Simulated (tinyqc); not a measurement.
Bias-temperature instability from a Gaussian distribution of capture and emission barriers: one step, computed by the program tinyqc.

Each trap has a capture time tau_0 exp(E_c/(k_B T)) under stress and an emission time tau_0 exp(E_e/(k_B T)) after it. E_c is Gaussian, and E_e = E_c + d with d Gaussian and independent. A trap counts as filled once t_s exceeds its capture time and as emptied once t_r exceeds its emission time.

Task: Recovery. Demarcation energies E_s = k_B T ln(t_s/tau_0), E_r = k_B T ln(t_r/tau_0); mean barrier mu = mu_c - k_F F; z = (E_s - mu)/sigma_c; Phi is the standard normal distribution. Temperatures in kelvin are T(C) + 273.15. Remaining shift dV = V_max int_(-infinity)^(E_s) g(E_c) [1 - Phi((E_r - E_c - delta)/sigma_d)] dE_c, g the Gaussian density of E_c (Gauss-Legendre, 120 points over 7 sigma_c below E_s).

Inputs (values chosen for the exercise, for a model p-channel transistor): shift with all traps filled V_max = 85 mV; spread of capture barriers sigma_c = 0.23 eV; mean of E_e - E_c at the stress field, delta = -0.21 eV; spread of E_e - E_c, sigma_d = 0.3 eV; time constant tau_0 = 1e-10 s; temperature T = 175 C; stress time t_s = 2 s; recovery time t_r = 0.0002 s.

mean barrier mu = 1.3325 eV

shift without recovery dV0 = 2.981673 mV

Constants: k_B = 8.617333262e-05 eV/K.

Give: E_r; remaining shift dV; remaining share dV/dV0.

Result:

E_r = 0.5603 eV

remaining shift dV = 1.704 mV

remaining share dV/dV0 = 0.5715

A measurement delay of t_r hides 43 % of the shift.
